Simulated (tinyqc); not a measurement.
Undoped gate-all-around wire MOSFET, analytic charge model: course of the iteration: charge at the source by substitution.

An undoped round wire of radius R under an insulator shell and a surrounding gate; long channel, electrons only, n = ni exp((psi - V)/Vt) with V the quasi-Fermi potential (0 at the source, Vd at the drain), constant mobility, no quantisation. The radial Poisson equation gives n(r) = n(0)/(1 - (1 - b) r^2/R^2)^2 with b = Q0/(Q + Q0). Q is the electron charge per area of the wire surface.

With V = 0: u = Vg - V0 - Q/Cox, then Q(new) = (Q0/2)[sqrt(1 + 4 exp(u/Vt)) - 1], the root of Vt ln[(Q/Q0)(1 + Q/Q0)] = u.

Stop when Q changes by less than 1e-8 nC/cm^2, or after 30 iterations.

Values chosen for this exercise:
- T = 300 K (temperature)
- Vg = 1.45 V (gate voltage)

Constants: q = 1.602176634e-19 C, kB = 1.380649e-23 J/K, Vt = kB T/q. Results are converted to the units shown.

Q at the start = 0 nC/cm^2
Cox = 3.04376 uF/cm^2
Q0 = 268.574 nC/cm^2
V0 = 0.562350 V

Course of the iteration:

| iteration | Q (nC/cm^2) | \|change\| (nC/cm^2) |
|---|---|---|
| 1 | 7.67362e9 | 7.67e9 |
| 2 | 0 | 7.67e9 |
| 3 | 7.67362e9 | 7.67e9 |
| 4 | 0 | 7.67e9 |
| 5 | 7.67362e9 | 7.67e9 |
| 6 | 0 | 7.67e9 |
| 7 | 7.67362e9 | 7.67e9 |
| 8 | 0 | 7.67e9 |
| 9 | 7.67362e9 | 7.67e9 |
| ... | ... | ... |
| 22 | 0 | 7.67e9 |
| 23 | 7.67362e9 | 7.67e9 |
| 24 | 0 | 7.67e9 |
| 25 | 7.67362e9 | 7.67e9 |
| 26 | 0 | 7.67e9 |
| 27 | 7.67362e9 | 7.67e9 |
| 28 | 0 | 7.67e9 |
| 29 | 7.67362e9 | 7.67e9 |
| 30 | 0 | 7.67e9 |

Did this iteration meet its convergence test, and what does its course show?

No. Not converged within 30 iterations. The value swings between 0 and 7.674e9 for good. At the solution, 2352 nC/cm^2, dQ(new)/dQ = -15.8: the semiconductor capacitance exceeds Cox, so substitution overshoots. A rerun with Newton steps on the same equation from Q = 27 nC/cm^2 converges in 6 iterations.

Range of the model: In a wire this thin, quantum confinement raises the threshold; it is left out. The surface density at the source passes 0.3 Nc, where Boltzmann statistics fail.

Numbers from tinyqc (`OMP_NUM_THREADS=1 python tinyqc.py 2460054 2460055 out.jsonl`; about 0.02 s on one thread of a shared Intel Xeon 2.30GHz).
